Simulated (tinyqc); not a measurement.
# Ellipsometry and reflectance of a transparent film on an absorbing substrate: effects of single changes

Air (index 1), film, substrate with N2 = n2 - i k2; time factor exp(+i w t). q_j = sqrt(N_j^2 - sin^2 th), root with positive real part. Fresnel coefficients r_s = (q_a - q_b)/(q_a + q_b), r_p = (N_b^2 q_a - N_a^2 q_b)/(N_b^2 q_a + N_a^2 q_b). tan(Psi) exp(i Delta) = R_p/R_s, Delta taken from 0 to 360 degrees.

Parameters, values chosen for the exercise; indices close to those of silicon dioxide on silicon: wavelength lam = 546.1 nm; angle of incidence th = 75 degrees; index of the transparent film n1 = 1.469; film thickness d = 28 nm; index of the substrate n2 = 4.086; extinction coefficient of the substrate k2 = 0.031.

Each table varies one quantity; the others keep the values above.

## Psi and Delta against the film thickness

beta = 2 pi d q1/lam, X = exp(-2 i beta), R = (r01 + r12 X)/(1 + r01 r12 X) for p and s. The last column is the derivative of Delta.

Psi and Delta against the film thickness:
```
d (nm)  Psi (degrees)  Delta (degrees)   |R_p|^2  |R_s|^2  dDelta/dd (degrees/nm)
0               2.771            175.3  0.001805   0.7702                  -14.16
28              17.46            81.60   0.07382   0.7461                 -0.8221
56              29.71            65.79    0.2138   0.6566                 -0.3592
83              40.38            61.11    0.3235   0.4471                 0.01812
111             65.31            62.30    0.3798  0.08030                 -0.5577
139             60.09            296.4    0.3756   0.1243                 -0.1121
167             38.64            298.7    0.3106   0.4861                -0.03548
194             28.23            292.6    0.1942   0.6739                 -0.4107
222             15.35            274.8   0.05672   0.7522                 -0.9461
250             3.641            137.0  0.003117   0.7698                  -8.445
```

Read the table: what changes, and by how much?

Psi goes from 2.77 through a maximum of 65.3 (at d = 111 nm among the rows listed) to 3.64 degrees. The period is 246.7 nm, after which Psi and Delta return to the values of the bare substrate, so one angle and wavelength fix d only up to a multiple of it. The size of the slope of Delta runs from 0.0181 to 14.2 degrees/nm among the rows; Delta is counted modulo 360 degrees, and sharper features can lie between the rows.

## Effect of the index of the transparent film

Same model as above.

dDelta/dd is the derivative of Delta; period lam/(2 q1).

Results:
```
n1    Psi (degrees)  Delta (degrees)  |R_p|^2  |R_s|^2  dDelta/dd (degrees/nm)  period (nm)
1.25          12.95            92.39  0.04009   0.7584                 -0.7036        344.2
1.45          17.19            82.31  0.07154   0.7472                 -0.8105        252.5
1.85          20.05            71.00  0.09620   0.7220                  -1.073        173.1
2.05          20.06            66.64  0.09455   0.7091                  -1.228        151.0
2.25          19.46            62.50  0.08708   0.6973                  -1.409        134.4
2.45          18.36            58.40  0.07576   0.6879                  -1.619        121.3
2.65          16.80            54.28  0.06218   0.6822                  -1.860        110.7
```

Estimate the missing row, n1 = 1.65.

Computed row:
```
n1    Psi (degrees)  Delta (degrees)  |R_p|^2  |R_s|^2  dDelta/dd (degrees/nm)  period (nm)
1.65          19.24            75.95  0.08955   0.7349                 -0.9362        204.1
```

With this row back in the table: Psi goes from 12.9 through a maximum of 20.1 (at n1 = 2.05 among the rows listed) to 16.8 degrees and |R_p|^2 goes from 0.0401 through a maximum of 0.0962 (at n1 = 1.85 among the rows listed) to 0.0622. The slope of Delta is largest in size, 1.86 degrees/nm, at n1 = 2.65 among the rows.

Numbers from tinyqc (`OMP_NUM_THREADS=1 python tinyqc.py 2870156 2870157 out.jsonl`; about 0.4 s on one thread of a shared Intel Xeon 2.30GHz).
